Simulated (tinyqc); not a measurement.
What moves the results: bond unit of a tetrahedral oxide and its oxygen vacancy in tight binding. A value that a table varies takes the place of the one given here.

Two sp3 hybrids h1, h2 at eh = (es + 3 ep)/4 point at one oxygen with orbitals s, px, py, pz; x joins the two cations, z bisects the angle phi, and th = (180 - phi)/2. With u = hbar^2/(m d^2) = 2c/d^2, c = hbar^2/2m0: Vhs = -(1.32 + sqrt3 x 1.42) u/2 and Vhp = (1.42 + sqrt3 x 2.22) u/2. <h|s> = Vhs for both; <h1|px> = Vhp cos(th), <h2|px> = -Vhp cos(th); <h|pz> = Vhp sin(th) for both; py is a lone pair. The unit holds 8 electrons. Coupling between units, which widens the levels into bands, is left out.

Without the oxygen the two hybrids face each other at distance R and couple by -V2, V2 = 3.22 x 2c/R^2, c = hbar^2/2m0: a bond at eh - V2 with two electrons and an antibond at eh + V2. Levels are measured from eop, the lone-pair level that stands for the top of the valence band.

Constants: hbar^2/2m0 = 3.80998211 eV angstrom^2.

Values chosen for the exercise (near tabulated values for SiO2; not measured data):
```
symbol  value   unit      meaning
es      -14.86  eV        s level of the cation
ep      -7.47   eV        p level of the cation
eos     -34.23  eV        s level of oxygen
eop     -16.98  eV        p level of oxygen
d       1.6     angstrom  cation-oxygen distance
phi     169     degrees   bond angle at oxygen
R       2.36    angstrom  cation-cation distance across the vacancy
```

## Bond angle at oxygen

phi is varied at fixed d. Levels above eop; cation-cation distance 2 d cos(th); band energy is twice the sum of the four filled levels, relative to phi = 180; excess on O is the number of electrons on oxygen less 6.

Against phi:
```
phi (deg)  distance (angstrom)  level 2  level 3  level 5  level 6  excess on O  band energy (eV)
110                      2.621   -6.022   -2.737   12.895   13.684        0.913            -2.073
120                      2.771   -6.502   -2.185   12.300   14.165        0.939            -1.845
130                      2.900   -6.918   -1.642   11.719   14.581        0.976            -1.514
140                      3.007   -7.265   -1.130   11.174   14.927        1.021            -1.118
150                      3.091   -7.538   -0.677   10.696   15.200        1.072            -0.708
160                      3.151   -7.735   -0.316   10.317   15.398        1.120            -0.344
170                      3.188   -7.854   -0.082   10.071   15.517        1.156            -0.091
180                      3.200   -7.894    0.000    9.986   15.557        1.170             0.000
```

Bending moves coupling from px to pz: level 2 rises from -7.89 to -6.02 eV and level 3 falls from 0.00 to -2.74 eV between 180 and 110 degrees. The lowest empty level is lowest at 180 degrees (9.99 eV) and highest at 110 (12.89 eV), so a spread of angles in a glass smears the conduction edge. The band energy is lowest at 110 degrees of those listed (-2.07 eV); the repulsion of the cations, not included, opposes bending.

## The vacancy as the cations move

R is varied; eh = (es + 3 ep)/4. The last two columns are the band energies of the bond with two electrons, -2 V2, and with one, -V2.

Against R (eV):
```
R (angstrom)     V2  bond level  antibond level  two electrons  one electron
2.20          5.069       2.593          12.732        -10.139        -5.069
2.35          4.443       3.220          12.105         -8.886        -4.443
2.50          3.926       3.737          11.588         -7.852        -3.926
2.70          3.366       4.297          11.028         -6.731        -3.366
3.00          2.726       4.936          10.389         -5.453        -2.726
3.30          2.253       5.409           9.916         -4.506        -2.253
3.70          1.792       5.870           9.455         -3.585        -1.792
4.20          1.391       6.272           9.053         -2.782        -1.391
```

The bond level rises from 2.59 eV at 2.2 to 6.27 eV at 4.2 angstrom, towards the lone hybrid at 7.66 eV. Taking one electron away halves the pull between the cations (at 2.5 angstrom from 6.28 to 3.14 eV/angstrom), so the positive vacancy relaxes outward and its level moves up: capture and release of a hole take place at different energies.

## What each value does

Spacing from the highest filled to the lowest empty level, excess electrons on oxygen (their number less 6), and the vacancy bond level eh - V2 - eop, V2 = 3.22 x 2c/R^2. Each row changes one parameter from the base and keeps the others.

Results:
```
case               spacing (eV)  excess on O  vacancy level (eV)
base                    10.0890       1.1533              3.2571
es = -14.36 eV          10.2031       1.1597              3.3821
ep = -6.97 eV           10.4316       1.1722              3.6321
eos = -32.23 eV         10.2537       1.1331              3.2571
eop = -16.48 eV          9.5943       1.1321              2.7571
d = 1.64 angstrom        9.8791       1.1804              3.2571
phi = 161 degrees       10.2858       1.1244              3.2571
R = 2.51 angstrom       10.0890       1.1533              3.7679
```

The largest shifts from the base row, up to three for each result and ties (the steps differ in size, so this ranks the rows, not the parameters). spacing (eV): eop -0.4947, ep +0.3427, d -0.2098; unchanged at the printed digits by R. excess on O: phi -0.0289, d +0.0271, eop -0.0212; unchanged at the printed digits by R. vacancy level (eV): R +0.5108, eop -0.5000, ep +0.3750; unchanged at the printed digits by eos, d and phi.

(tinyqc, `OMP_NUM_THREADS=1 python tinyqc.py 1452279 1452280 out.jsonl`, Intel(R) Xeon(R) Processor @ 2.30GHz, 1 thread, shared host, about 0.01 s.)
